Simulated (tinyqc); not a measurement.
## Via and link resistance from two via chains

Question. A chain of 5000 vias joined by 5000 metal links has R = 5000 (Rv + Rlink), with Rlink proportional to the link length. Find Rv, Rlink for length L, and the value of Rv that the short chain would give if the links were ignored.

resistance of chains of 5000 links with link lengths L and 3 L (ohm): [1.07e5, 2.67e5]

Answer. R per link is a straight line in the link length; its intercept at zero length is Rv.

Rv = 5.400 ohm
Rlink = 16.00 ohm
Rv without correction = 21.40 ohm

Program tinyqc, `OMP_NUM_THREADS=1 python tinyqc.py 2750058 2750059 out.jsonl`; Intel Xeon 2.30GHz, shared host, one thread, about 0.01 s.
